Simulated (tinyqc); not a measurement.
ROHF in the sto-3g basis, for H4, spin multiplicity 3, step by step. This run ends on a higher stationary point, not on the lowest solution. One step of it, computed by the program tinyqc.

Problem. Iteration 1: building the Fock matrix. J_ij = sum D_kl (ij|kl) with D = D(alpha) + D(beta), K_ij = sum D_kl (ik|jl) for each spin; F = H + J - K(s); E = tr D H + tr D J / 2 - 0.5 sum_s tr D(s) K(s) + E_nn.

D(alpha) at the start, lower triangle:
```
           1H 1s      2H 1s      3H 1s     4H 1s
1H 1s   1.470495
2H 1s  -1.036247   1.346193
3H 1s   0.016663  -0.587388   1.348193
4H 1s  -0.107902   0.016857  -1.032058  1.469976
```

D(beta) at the start, lower triangle:
```
           1H 1s      2H 1s      3H 1s     4H 1s
1H 1s   0.680525
2H 1s  -0.696327   0.712495
3H 1s   0.694383  -0.710506   0.708522
4H 1s  -0.678212   0.693959  -0.692022  0.675905
```

core Hamiltonian H = T + V (hartree), lower triangle:
```
           1H 1s      2H 1s      3H 1s      4H 1s
1H 1s  -1.411489
2H 1s  -1.075959  -1.566769
3H 1s  -0.089822  -0.355600  -1.566299
4H 1s  -0.016034  -0.089652  -1.074598  -1.410858
```

Two-electron integrals (ij|kl) in chemists' order, unique and non-zero (hartree):
```
(11|11) 0.774606   (21|11) 0.379689   (21|21) 0.226076   (22|11) 0.526624
(22|21) 0.379689   (22|22) 0.774606   (31|11) 0.017801   (31|21) 0.012095
(31|22) 0.023800   (31|31) 0.000929   (32|11) 0.060170   (32|21) 0.044414
(32|22) 0.096332   (32|31) 0.004107   (32|32) 0.019659   (33|11) 0.206472
(33|21) 0.145521   (33|22) 0.307496   (33|31) 0.017801   (33|32) 0.096332
(33|33) 0.774606   (41|11) 0.002295   (41|21) 0.001625   (41|22) 0.003360
(41|31) 0.000144   (41|32) 0.000673   (41|33) 0.003361   (41|41) 0.000024
(42|11) 0.011356   (42|21) 0.008253   (42|22) 0.017763   (42|31) 0.000827
(42|32) 0.004098   (42|33) 0.023755   (42|41) 0.000143   (42|42) 0.000925
(43|11) 0.103537   (43|21) 0.071000   (43|22) 0.145331   (43|31) 0.008260
(43|32) 0.044353   (43|33) 0.379162   (43|41) 0.001624   (43|42) 0.012058
(43|43) 0.225528   (44|11) 0.154684   (44|21) 0.103631   (44|22) 0.206392
(44|31) 0.011375   (44|32) 0.060137   (44|33) 0.526266   (44|41) 0.002295
(44|42) 0.017763   (44|43) 0.379162   (44|44) 0.774606
```

nuclear repulsion = 2.11104665 hartree

Give: Coulomb J; exchange K(alpha); exchange K(beta); F(alpha); F(beta); total energy of this density.

Solution.

Coulomb J (hartree), lower triangle:
```
       1H 1s  2H 1s  3H 1s  4H 1s
1H 1s  1.716
2H 1s  1.003  1.790
3H 1s  0.070  0.308  1.792
4H 1s  0.011  0.069  1.003  1.717
```

exchange K(alpha) (hartree), lower triangle:
```
        1H 1s   2H 1s  3H 1s  4H 1s
1H 1s   0.643
2H 1s   0.254   0.495
3H 1s  -0.069  -0.041  0.500
4H 1s  -0.053  -0.069  0.257  0.647
```

exchange K(beta) (hartree), lower triangle:
```
        1H 1s   2H 1s  3H 1s  4H 1s
1H 1s   0.167
2H 1s   0.008   0.124
3H 1s   0.016  -0.015  0.124
4H 1s  -0.015   0.016  0.008  0.166
```

F(alpha) (hartree), lower triangle:
```
        1H 1s   2H 1s   3H 1s   4H 1s
1H 1s  -0.339
2H 1s  -0.327  -0.272
3H 1s   0.049  -0.007  -0.274
4H 1s   0.048   0.048  -0.329  -0.340
```

F(beta) (hartree), lower triangle:
```
        1H 1s   2H 1s   3H 1s  4H 1s
1H 1s   0.138
2H 1s  -0.081   0.099
3H 1s  -0.037  -0.033   0.102
4H 1s   0.010  -0.036  -0.079  0.141
```

total energy of this density = -0.02733 hartree
